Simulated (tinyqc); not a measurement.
Plane-wave Kohn-Sham cycle with exchange-only LDA in a layered model solid, step by step. One step of it, computed by the program tinyqc.

Question. Iteration 1: Hamiltonian at one k. H(m,m') = (k + G_m)^2/2 delta + V(G_m - G_m'), with V(-G) = V(G).

A solid whose potential varies along x alone (atomic units):
```
parameter                      value
period a                    4.700000
cross-section of the cell  10.000000
electrons per cell                 2
grid points                       16
plane waves -n..n, n               3
k points                           4
V1 in V1 cos(2 pi x/a)     -0.520000
```

V(G_m), m = 0, 1, 2, ... (hartree): -0.343796  -0.260000  0.000000  0.000000  0.000000  0.000000  0.000000

k = 0.125000 2 pi / a

Give: H.

Answer.

H (hartree), lower triangle:
```
         -3       -2       -1       +0       +1       +2      +3
-3   7.0422
-2  -0.2600   2.7977
-1   0.0000  -0.2600   0.3404
+0   0.0000   0.0000  -0.2600  -0.3298
+1   0.0000   0.0000   0.0000  -0.2600   0.7871
+2   0.0000   0.0000   0.0000   0.0000  -0.2600   3.6913
+3   0.0000   0.0000   0.0000   0.0000   0.0000  -0.2600  8.3826
```
